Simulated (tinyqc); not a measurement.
What moves the results: two electrons on one impurity (helium-like model). A value that a table varies takes the place of the one given here.

Units Ha* = 2 Ry m/eps^2 and a* = a0 eps/m. One electron is bound by Z^2/2. Two electrons in the singlet built from exp(-a r) and exp(-b r): S = 8 (ab)^(3/2)/(a + b)^3, h_aa = a^2/2 - Z a, h_bb alike, h_ab = S (ab/2 - Z (a + b)/2), J = ab (a^2 + 3ab + b^2)/(a + b)^3, K = 20 (ab)^3/(a + b)^5, E = (h_aa + h_bb + 2 S h_ab + J + K)/(1 + S^2). For a = b this is a^2 - 2 Z a + 5a/8. Real double donors are deeper, since the central cell is left out.

Constants: e^2/(4 pi eps0) = 14.39964547 eV angstrom.

Values chosen for the exercise (near those of impurities in cubic GaN; shifted at random, so the results belong to these values and not to a real crystal): m = 0.2 m0 (one mean mass); eps = 9.3 (dielectric constant); Zs = (0.98, 1.06, 1.16, 1.43, 1.88, 2.55, 3.36) (charges); a_lat = 4.5 angstrom (lattice constant); Eg = 3.327 eV (gap); ED = 25.1 meV (donor binding); EA = 125.6 meV (acceptor binding); W0 = 5 x 1e7/s (rate at zero distance); kind = same (sublattices of donor and acceptor); shells = (264, 325, 853, 1343, 3263, 3725, 3944) (shell numbers).

## Effective charge

Ha* = 62.9238 meV

Binding of the first electron, of the second (-E - Z^2/2) with equal and with unequal orbitals, and U, the first less the second (unequal).

Results (meV):

| Z | first | second, equal | second, unequal | a/b | U | U/(Z Ha*) |
|---|---|---|---|---|---|---|
| 0.98 | 30.2 | -2.18 | 0.45 | 3.92 | 29.8 | 0.483 |
| 1.06 | 35.4 | -0.19 | 2.20 | 3.19 | 33.1 | 0.497 |
| 1.16 | 42.3 | 2.86 | 5.07 | 2.76 | 37.3 | 0.510 |
| 1.43 | 64.3 | 14.24 | 16.21 | 2.24 | 48.1 | 0.535 |
| 1.88 | 111.2 | 43.41 | 45.20 | 1.89 | 66.0 | 0.558 |
| 2.55 | 204.6 | 110.44 | 112.12 | 1.67 | 92.5 | 0.576 |
| 3.36 | 355.2 | 229.20 | 230.82 | 1.54 | 124.4 | 0.588 |

Equal orbitals bind a second electron only above Z = (5/16)/(1 - 1/sqrt2) = 1.067; unequal ones do so in 7 of the 7 rows. Their gain is 2.63 meV in the first row and 1.62 in the last, while the second binding grows to 231 meV, so the gain decides the matter only near Z = 1. U grows almost linearly with Z: U/(Z Ha*) goes from 0.483 to 0.588, towards 5/8, while the first binding grows as Z^2. Angular correlation is left out: at Z = 1 this function binds the second electron by 0.0133 Ha*, half the exact 0.0278.

## Pair lines (donor-acceptor pair recombination)

h nu = Eg - ED - EA + q/(eps R), q = e^2/(4 pi eps0); shell j lies at R = a_lat sqrt(j/2) for the same sublattice and a_lat sqrt(j/2 - 5/16) for opposite ones (on the same sublattice shells 14, 30, 46, 56, 62, ... are empty, where 2j has the form 4^a (8b + 7)); rate W = W0 exp(-2R/aD) with the donor radius aD = q/(2 eps ED). Polarisation and overlap terms, which matter for close pairs, are left out.

Energy, rate and lifetime for each shell.

Lines:

| shell | R (angstrom) | Coulomb (meV) | h nu (eV) | step to the next shell (meV) | 1/W (microsecond) |
|---|---|---|---|---|---|
| 264 | 51.70 | 29.9 | 3.2062 | 0.057 | 0.571 |
| 325 | 57.36 | 27.0 | 3.2033 | 0.041 | 0.825 |
| 853 | 92.93 | 16.7 | 3.1930 | 0.0098 | 8.28 |
| 1343 | 116.61 | 13.3 | 3.1896 | 0.0049 | 38.4 |
| 3263 | 181.76 | 8.5 | 3.1848 | 0.0013 | 2.63e+03 |
| 3725 | 194.21 | 8.0 | 3.1843 | 0.0021 | 5.89e+03 |
| 3944 | 199.83 | 7.7 | 3.1840 | 0.00098 | 8.48e+03 |

limit for distant pairs = 3.1763 eV
aD = 30.8 angstrom

The lines crowd together, on average as R^-3: the step falls from 0.057 to 0.00098 meV, so distant pairs merge into a band. Close pairs emit higher and 1.48e+04 times faster over this table, so the band shifts to lower energy with delay and to higher energy with stronger pumping. All these lines lie below Eg, and R/aD runs from 1.7 up.

Computed by tinyqc, a small Python program: `OMP_NUM_THREADS=1 python tinyqc.py 1250326 1250327 out.jsonl` (the numbers bound the seed that draws the inputs); one thread of a shared host (Intel(R) Xeon(R) Processor @ 2.30GHz), about 0.02 s for the whole set of steps.
